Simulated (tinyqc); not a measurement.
Equilibrium and kinetic segregation of a solute to boundaries and growing surfaces: one step, computed by the program tinyqc. Command: `OMP_NUM_THREADS=1 python tinyqc.py 3026105 3026106 out.jsonl segreg walk`. One thread of a shared host (Intel(R) Xeon(R) Processor @ 2.30GHz), about 0.01 s of CPU time with the checks.

Task: Coverage for very large grains. With theta the solute fraction on boundary sites and x that in the grains, theta/(1 - theta) = [x/(1 - x)] exp[Q/(k_B T)]. The coverage theta_inf is that for x = x0.

Inputs (values chosen for the exercise, modelled on arsenic in polycrystalline silicon): segregation energy Q = 0.436 eV; total solute fraction x0 = 0.008; temperature T = 1225 K.

Isotherm: Langmuir-McLean.

Constants: k_B = 8.617333262e-05 eV/K.

Give: coverage theta_inf.

Result:

coverage theta_inf = 0.3340
